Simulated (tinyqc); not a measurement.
Hot electrons in a saturated n-channel MOSFET, lucky-electron model: effect of the channel length.

Beyond pinch-off the lateral field grows as Esat cosh(y/l) over the velocity-saturated region (pseudo-two-dimensional model). Impact ionisation in this region gives the substrate current, which biases the body forward through Rsub. Currents are per width. Local-field laws: they overstate ionisation when the field peak is narrower than an energy relaxation length.

Cox = 3.9 eps0/tox, l = sqrt(3 tox xj), Esat = 2 vs/mu. Overdrive g = Vg - VT + kb Vb; Vdsat = g Esat L/(g + Esat L); Id = Cox vs (g - Vdsat); dV = Vd - Id Rd - Vdsat; Em = sqrt((dV/l)^2 + Esat^2); Isub = Id (Ai/Bi) l Em exp(-Bi/Em). Vb = Rsub Isub is solved self-consistently. Lifetime tau = (Hl/Id)(Isub/Id)^(-m); 1 year = 3.15576e7 s.

Inputs (values chosen for the exercise); values close to those of silicon n-channel devices: oxide thickness tox = 4.2 nm; junction depth xj = 65 nm; threshold VT = 0.77 V; effective mobility mu = 330 cm^2/(V s); saturation velocity vs = 7.8e6 cm/s; ionisation prefactor Ai = 2e6 1/cm; ionisation field Bi = 1.86 MV/cm; resistance of the lightly doped drain Rd = 0 ohm um; substrate resistance Rsub = 2800 ohm um; fall of VT per volt of forward body bias kb = 0.48; lifetime exponent m = 3.3; lifetime constant Hl = 1800 s uA/um; drain voltage Vd = 1.7 V; gate voltage Vg = 1 V.

Constants: eps0 = 8.8541878128e-14 F/cm where lengths are in cm. Results are converted to the units shown.

Effect of the channel length:

| L (um) | Id (uA/um) | Em (MV/cm) | Isub (uA/um) | Isub/Id | tau (years) |
|---|---|---|---|---|---|
| 0.09 | 53.21 | 0.5434 | 2.901 | 0.05452 | 0.01583 |
| 0.13 | 41.03 | 0.5371 | 2.125 | 0.05179 | 0.02432 |
| 0.18 | 31.91 | 0.5324 | 1.589 | 0.04979 | 0.03562 |
| 0.25 | 24.33 | 0.5285 | 1.172 | 0.04816 | 0.05213 |
| 0.36 | 17.72 | 0.5251 | 0.8287 | 0.04676 | 0.07889 |
| 0.51 | 12.93 | 0.5226 | 0.5917 | 0.04576 | 0.1161 |
| 0.72 | 9.381 | 0.5207 | 0.4224 | 0.04503 | 0.1688 |

What does the table show?

As L goes from 0.09 to 0.72 um, Em falls from 0.543 to 0.521 MV/cm, Isub falls from 2.90 to 0.422 uA/um and tau rises from 0.0158 to 0.169 years. From the first row to the last, log10(tau) changes by 1.0: 0.27 from (Isub/Id)^(-m), which holds Em and l, and 0.75 from 1/Id. For L = 0.09 to 0.13 um the saturated region takes over 60 % of L, so using the full L in Vdsat is rough.

tinyqc, about 0.01 s, one thread, Intel Xeon 2.30GHz (shared host): `OMP_NUM_THREADS=1 python tinyqc.py 2550110 2550111 out.jsonl`
